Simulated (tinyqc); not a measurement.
Sweep of the shear strain: two-band k.p model of the Delta valleys near the X point under shear strain.

Valley pair on the [001] axis, kz counted from the X point, c = hbar^2/2m0, k0 = kx0 2 pi/a. H = (c kz^2/ml + c (kx^2 + ky^2)/mt + c k0^2/ml) 1 + (2 c k0 kz/ml) sigma_z + (D exy - 2 c kx ky/Mp) sigma_x, so E = c kz^2/ml + c (kx^2 + ky^2)/mt + c k0^2/ml -/+ sqrt((2 c k0 kz/ml)^2 + (D exy - 2 c kx ky/Mp)^2). Without strain the lower band has its minima, E = 0, at kz = +/- k0. Shifts from diagonal strain are left out.

For |eta| < 1: k_min = k0 sqrt(1 - eta^2), E_min = -Delta eta^2/2, ml(eta) = ml/(1 - eta^2), 1/m[110] = 1/mt + eta/Mp, 1/m[1-10] = 1/mt - eta/Mp. For |eta| > 1 the minimum sits at X: E_min = -Delta (2 |eta| - 1)/2, ml(eta) = ml/(1 - 1/|eta|), and eta is replaced by its sign in the transverse masses. Here Delta = 2 c k0^2/ml and eta = D exy/Delta.

Constants: hbar^2/2m0 = 3.80998211 eV angstrom^2.

Values chosen for the exercise (near those of Si; shifted at random, so the results belong to these values and not to a real crystal):
```
symbol  value  unit      meaning
a       5.444  angstrom  lattice constant
ml      0.897  m0        longitudinal mass
mt      0.2    m0        transverse mass
kx0     0.148  2 pi/a    distance of the minimum from X
D       13.2   eV        shear deformation potential
Mp      0.231  m0        coupling mass
```

Delta = 2 c k0^2/ml, eta = D exy/Delta.

The minimum:
```
exy       eta  k_min/k0  E_min (meV)  ml(eta)  m[110]  m[1-10]  density-of-states mass
0.0000  0.000     1.000          0.0    0.897  0.2000   0.2000                   0.330
0.0019  0.101     0.995         -1.3    0.906  0.1839   0.2192                   0.332
0.0047  0.250     0.968         -7.8    0.957  0.1644   0.2553                   0.342
0.0094  0.501     0.866        -31.1    1.197  0.1395   0.3530                   0.389
0.0141  0.751     0.660        -69.9    2.057  0.1212   0.5716                   0.522
0.0169  0.900     0.436       -100.4    4.722  0.1124   0.9060                   0.783
0.0225  1.198     0.000       -173.1    5.421  0.1072   1.4903                   0.953
0.0300  1.598     0.000       -272.1    2.398  0.1072   1.4903                   0.726
```

The valleys reach X at eta = 1, that is exy = 0.0188. The shift is quadratic up to eta = 1 (-7.8 meV at eta = 0.25, -31.1 meV at 0.50) and linear beyond, while 1/m[110] rises linearly, taking m[110] from 0.200 to its floor 0.1072, a gain of 87 % in 1/m. ml(eta) diverges at eta = 1; the largest value listed is 5.42. A deformation-potential model with fixed masses misses all of this.

Program tinyqc; command `OMP_NUM_THREADS=1 python tinyqc.py 1050567 1050568 out.jsonl`; about 0.01 s on one thread of a shared Intel(R) Xeon(R) Processor @ 2.30GHz.
